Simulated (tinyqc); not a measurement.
Comparisons within one model: temperature and isotope dependence of a band gap in oscillator models. A value that a table varies takes the place of the one given here.

E(T) = E0 - sum_i sl_i th_i n_i(T), n = 1/(exp(th/T) - 1). The same coupling lowers the gap at 0 K by the zero-point term ZP = sum_i sl_i th_i/2, so the gap of the static lattice is E0 + ZP. Thermal expansion is taken as part of the slopes.

Two-parameter forms are made to pass through the falls at the two temperatures T12: Varshni aV T^2/(T + bV), from the line T^2/fall = (T + bV)/aV; one oscillator s1 t1/(exp(t1/T) - 1), with t1 from the ratio of the falls.

Constants: kB = 8.617333262e-05 eV/K; hbar^2/2m0 = 3.80998211 eV angstrom^2.

Parameters, chosen for this exercise (near those of InP; the results hold for these values, not for the real material): E0 = 1.423 eV (gap at 0 K); th = (120, 379) K (temperatures of two oscillators); sl = (0.0602, 0.3158) meV/K (their high-temperature slopes); T12 = (210, 490) K (temperatures of the fits); mm = 0.23 m0 (geometric mean of the density-of-states masses); T = 150 K (temperature).

## How far the fits carry

Falls of the gap from E0, and errors of the two fits against the model.

Results:

| T (K) | fall (meV) | Varshni - model (meV) | one oscillator - model (meV) | fall/ZP |
|---|---|---|---|---|
| 20 | 0.02 | 0.39 | -0.02 | 0.000 |
| 50 | 0.78 | 1.63 | -0.59 | 0.012 |
| 100 | 5.88 | 2.96 | -0.88 | 0.093 |
| 200 | 29.96 | 0.34 | -0.05 | 0.472 |
| 300 | 61.86 | -2.21 | 0.25 | 0.975 |
| 400 | 96.44 | -2.18 | 0.20 | 1.520 |
| 600 | 168.52 | 4.96 | -0.35 | 2.656 |
| 800 | 242.14 | 18.79 | -1.16 | 3.816 |

What does this show, and why?

Below the first fit point the largest errors are +2.96 meV (Varshni, 100 K, on a fall of 5.88 meV) and -0.88 meV (one oscillator, 100 K); a T^2 law cannot freeze out; a single oscillator misses the soft modes. At 800 K, beyond the second fit point, they are +18.8 and -1.2 meV, so the oscillator extrapolates better here. The thermal fall equals ZP between 300 and 400 K.

## What the shift does to the intrinsic density

ni = 2 (mm kT/(4 pi c))^(3/2) exp(-E/2kT), c = hbar^2/2m0, with E(T) and with E0; 1 angstrom^-3 = 1e24 cm^-3. Apparent gap from an Arrhenius plot of ni/T^(3/2): E(T) - T dE/dT, dE/dT = -sum sl_i (th_i/T)^2 n_i (1 + n_i).

Results:

| T (K) | E(T) (eV) | ni (cm^-3) | ni with E(T) / ni with E0 | apparent gap (eV) |
|---|---|---|---|---|
| 200 | 1.3930 | 4.23 | 2.385 | 1.4519 |
| 250 | 1.3776 | 2.74e+04 | 2.868 | 1.4578 |
| 300 | 1.3611 | 1.02e+07 | 3.308 | 1.4620 |
| 350 | 1.3441 | 7.34e+08 | 3.702 | 1.4653 |
| 400 | 1.3266 | 1.87e+10 | 4.051 | 1.4677 |
| 500 | 1.2908 | 1.86e+12 | 4.636 | 1.4713 |
| 700 | 1.2178 | 4.08e+14 | 5.480 | 1.4756 |

How do the results move?

Using E0 in place of E(T) understates ni by a factor that rises from 2.39 to 5.48, towards exp(sum sl/2kB) = 8.9. The slope of an Arrhenius plot returns neither E(T) nor E0 but the intercept of the tangent, 1.4620 eV at 300 K, which lies 39 meV above E0 and tends to the static gap 1.4865 eV.

## What each parameter does

Gap at T, slope -sum sl_i (th_i/T)^2 n_i (1 + n_i) and ZP. Each row changes one parameter from the base and keeps the others.

Results:

| case | E(T) (eV) | dE/dT (meV/K) | ZP (meV) |
|---|---|---|---|
| base | 1.4067 | -0.2474 | 63.46 |
| T = 190 K | 1.3959 | -0.2873 | 63.46 |
| E0 = 1.433 eV | 1.4167 | -0.2474 | 63.46 |
| th = (120, 454) K | 1.4098 | -0.2120 | 75.30 |
| sl = (0.0783, 0.3158) meV/K | 1.4049 | -0.2646 | 64.54 |

How do the results move?

The largest shifts from the base row, up to three for each result and ties (the steps differ in size, so this ranks the rows, not the parameters). E(T) (eV): T -0.0108, E0 +0.0100, th +0.0031. dE/dT (meV/K): T -0.0398, th +0.0355, sl -0.0172; unchanged at the printed digits by E0. ZP (meV): th +11.84, sl +1.09; unchanged at the printed digits by T and E0.

tinyqc: `OMP_NUM_THREADS=1 python tinyqc.py 1880336 1880337 out.jsonl`; about 0.01 s, one thread, shared Intel(R) Xeon(R) Processor @ 2.30GHz.
